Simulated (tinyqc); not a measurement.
Quasi-harmonic thermal expansion with mode Grueneisen parameters: one step, computed by the program tinyqc. Command: `OMP_NUM_THREADS=1 python tinyqc.py 3002633 3002634 out.jsonl qha walk`. One thread of a shared host (Intel(R) Xeon(R) Processor @ 2.30GHz), about 0.02 s of CPU time with the checks.

A crystal with two atoms a cell; per atom there are 1 transverse acoustic (TA), 1/2 longitudinal acoustic (LA) and 3/2 optical (O) modes. Every frequency of group i scales as nu_i (V/V0)^(-gamma_i). Each group has one frequency. Static energy: E = (9 V0 B0/16) [y^3 B' + y^2 (2 - 4 y)], y = (V0/V)^(2/3) - 1, with pressure P_s = (3 B0/2) (z^7 - z^5) [1 + (3/4)(B' - 4)(z^2 - 1)], z = (V0/V)^(1/3).

Task: Properties at the equilibrium volume. For a mode with x = h nu/(k_B T), n = 1/(exp(x) - 1): U = h nu (n + 1/2), C/k_B = x^2 n (n + 1); U_i and C_i sum these over group i with its weight per atom. Phonon pressure P_ph = sum_i gamma_i U_i/V. B_T = -V d(P_s + P_ph)/dV at fixed T (central difference, step 1e-4 V); alpha_V = sum gamma_i C_i k_B/(B_T V), all at V(T); the linear coefficient is alpha_L = alpha_V/3. C_P - C_V = alpha_V^2 B_T V T; the optical frequency is nu_O (V/V0)^(-gamma_O).

Inputs (values chosen for the exercise, for a model crystal):
```
quantity                       value             unit
static volume V0                19.1  angstrom^3/atom
static bulk modulus B0          63.7              GPa
static B'                       4.44                -
frequency nu_TA                 2.07              THz
frequency nu_LA                 3.34              THz
frequency nu_O                   5.9              THz
Grueneisen parameter gamma_TA    1.2                -
Grueneisen parameter gamma_LA   0.82                -
Grueneisen parameter gamma_O     0.9                -
temperature T                     50                K
```

Acoustic groups: Einstein.

volume V(T) = 19.16669 angstrom^3/atom

Constants: h x 1 THz = 4.135667696 meV; k_B = 8.617333262e-05 eV/K; 1 eV/angstrom^3 = 160.2176634 GPa.

Give: volume change from V0; isothermal bulk modulus B_T; linear expansion coefficient; C_V; C_P - C_V; optical frequency at V(T).

Result:

volume change from V0 = 0.349 %

isothermal bulk modulus B_T = 63.1 GPa

linear expansion coefficient = 4.62 ppm/K

C_V = 1.13 k_B/atom

C_P - C_V = 8.41e-04 k_B/atom

optical frequency at V(T) = 5.88 THz
